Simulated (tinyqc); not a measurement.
## Both saturation currents from two open-circuit voltages

Problem. Without shunt, at open circuit JL = J01 (exp(Voc/Vt) - 1) + J02 (exp(Voc/(2 Vt)) - 1). Find J01, J02 and the mean ideality (Voc2 - Voc1)/(Vt ln(JL2/JL1)).

Inputs (values chosen for the exercise): temperature T = 300 K.

Constants: q = 1.602176634e-19 C, kB = 1.380649e-23 J/K, Vt = kB T/q. Results are converted to the units shown.

photocurrents (mA/cm^2): [44.2, 442]
Voc (V): [0.19318023, 0.25350816]

Solution. The relation is linear in J01 and J02, so two light levels give two equations; series resistance plays no part at open circuit.

J01 = 2.40e-5 A/cm^2
J02 = 4.90e-5 A/cm^2
mean ideality = 1.01

Program tinyqc, `OMP_NUM_THREADS=1 python tinyqc.py 2280033 2280034 out.jsonl`; Intel Xeon 2.30GHz, shared host, one thread, about 0.01 s.
